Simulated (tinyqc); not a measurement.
From results back to parameters: eight-band Kane k.p model. Three cases, with inputs chosen for the exercise.

Problem. In the Kane model 1/m = A_r + Ep (Eg + 2 Dso/3)/(Eg (Eg + Dso)) and the Roth formula gives g* = 2 - 2 Ep Dso/(3 Eg (Eg + Dso)). The mass and the g factor below were computed from hidden Ep and Dso.

Case 1.

Values chosen (out of a larger set: near those of Ge; not measured data): Eg = 0.884 eV (gap at Gamma to the s-like level); A_r = 1 (remote-band term in 1/m).

m = 0.0338237 m0
g* = -3.31322

Case 2.

Values chosen (out of a larger set: near those of Ge; not measured data): Eg = 0.901 eV (gap at Gamma to the s-like level); A_r = 0.5 (remote-band term in 1/m).

m = 0.0364828 m0
g* = -2.78113

Case 3.

Values chosen (out of a larger set: near those of GaSb; not measured data): Eg = 0.812 eV (gap at Gamma to the s-like level); A_r = 1 (remote-band term in 1/m).

m = 0.0347307 m0
g* = -8.67015

Find: X; Y; Ep; Dso.

Solution. Let X = 1/m - A_r and Y = (2 - g*)/2. Then X + Y = Ep/Eg and X - 2 Y = Ep/(Eg + Dso).

Case 1.

X = 28.565
Y = 2.657
Ep = 27.60 eV
Dso = 0.303 eV

Case 2.

X = 26.910
Y = 2.391
Ep = 26.40 eV
Dso = 0.292 eV

Case 3.

X = 27.793
Y = 5.335
Ep = 26.90 eV
Dso = 0.759 eV

Computed by tinyqc, one run a case: `OMP_NUM_THREADS=1 python tinyqc.py N N+1 out.jsonl` with N = 1050313, 1050317, 1050325; one thread of a shared Intel(R) Xeon(R) Processor @ 2.30GHz, about 0.1 s a run at most.
